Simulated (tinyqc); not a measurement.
# Changing the ion energy E

Model: implant damage, amorphisation by cascade overlap, and solid-phase epitaxial regrowth. Computed by tinyqc, a small Python program. Command: `OMP_NUM_THREADS=1 python tinyqc.py 3114186 3114187 out.jsonl sper sweep`. One thread of a shared host (Intel(R) Xeon(R) Processor @ 2.30GHz), about 0.01 s of CPU time with the checks.

Range and width of the damage are inputs. Dynamic annealing enters only through the surviving share f.

Inputs (values chosen for the exercise, modelled on silicon ions in germanium):
```
quantity,value,unit
ion Z1,14,-
ion mass M1,28,u
target Z2,32,-
target mass M2,72.63,u
displacement energy E_d,15,eV
```

Constants: a_0 = 0.529177210903 angstrom; e^2/(4 pi eps_0) = 14.39964548 eV angstrom.

Method. Robinson partition: eps = E a M2/(Z1 Z2 (e^2/(4 pi eps_0)) (M1 + M2)), a = 0.8853 a_0/sqrt(Z1^(2/3) + Z2^(2/3)); k = 0.0793 Z1^(2/3) Z2^(1/2) (M1 + M2)^(3/2)/((Z1^(2/3) + Z2^(2/3))^(3/4) M1^(3/2) M2^(1/2)); damage energy T_d = E/(1 + k (eps + 0.40244 eps^(3/4) + 3.4008 eps^(1/6))); displacements nu = 0.8 T_d/(2 E_d).

One run for each value:
```
ion energy E (keV),T_d/E,displacements per ion nu,reduced energy eps
1.0,0.69443,18.5,0.0131
2.0,0.66701,35.6,0.0263
4.2,0.63459,71.1,0.0552
8.5,0.59970,135.9,0.1118
17.0,0.55982,253.8,0.2235
35.0,0.50979,475.8,0.4602
72.0,0.44821,860.6,0.9468
150.0,0.37194,1487.8,1.9724
300.0,0.29014,2321.1,3.9449
```

What does the table show, and why?

Over the rows, T_d/E falls from 0.694 to 0.290 (exponent d ln y / d ln x -0.058 between the first rows and -0.36 between the last); displacements per ion nu rises from 18.5 to 2320 (exponent d ln y / d ln x 0.94 between the first rows and 0.64 between the last); reduced energy eps rises from 0.0131 to 3.94 (exponent d ln y / d ln x about 1.00 throughout). Electronic losses take a growing share as eps rises, so nu grows more slowly than E.
